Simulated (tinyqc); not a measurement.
# Capacitances against the space between lines

Endless row of lines of width wl, height tl and space sl between grounded planes at distance hd; e2 fills the gaps beside the lines, e1 the rest. Laplace's equation is solved on meshes of 3, 6 and 12 steps per unit u and extrapolated (Aitken), which is good to about 0.2 %. C_even (all lines at 1 V) is the capacitance Cg to the planes; C_odd (neighbours in antiphase) = Cg + 4 Cc if only nearest neighbours couple, which defines Cc; total with quiet neighbours Cg + 2 Cc. Plate values 2 eps0 e1 wl/hd and eps0 e2 tl/sl.

Values chosen for this exercise:
- e1 = 3 (relative permittivity above and below the lines)
- e2 = 2.4 (relative permittivity between the lines)
- wl = 4 u (line width, in units u)
- tl = 8 u (line height)
- hd = 8 u (distance to each plane)

Constants: eps0 = 8.8541878128e-12 F/m. Results are converted to the units shown.

The same in every row: plate Cg (aF/um) = 26.6.

Capacitances against the space between lines:
columns A: sl (u); B: Cg (aF/um); C: Cc (aF/um); D: Cg + 2 Cc (aF/um); E: C_odd (aF/um); F: plate Cc (aF/um); G: share of coupling, 2 Cc/(Cg + 2 Cc) (%)
```
A      B     C    D    E     F     G
2   39.2   110  260  480  85.0  84.9
4   50.7  57.7  166  281  42.5  69.5
6   61.0  37.7  136  212  28.3  55.3
8   70.0  26.5  123  176  21.3  43.1
12  84.0  14.4  113  141  14.2  25.5
16  93.5  8.10  110  126  10.6  14.8
24   103  2.65  108  114  7.08  4.89
```

As sl goes from 2 to 24, Cg rises from 39.2 to 103 aF/um, Cc falls from 110 to 2.65 aF/um and the share of coupling falls from 84.9 to 4.89 %. Cg is 1.48 times its plate value in the first row and 3.88 times in the last; for Cc the ratios are 1.30 and 0.374. Neighbours in antiphase raise the load by a factor of 1.85 and 1.05 over quiet ones. For sl = 2, 4 the planes are farther than 0.8 of the pitch, so second neighbours couple too and Cg + 2 Cc understates the quiet load by a per cent or more.

Program tinyqc, `OMP_NUM_THREADS=1 python tinyqc.py 2790146 2790147 out.jsonl`; Intel Xeon 2.30GHz, shared host, one thread, about 1 s.
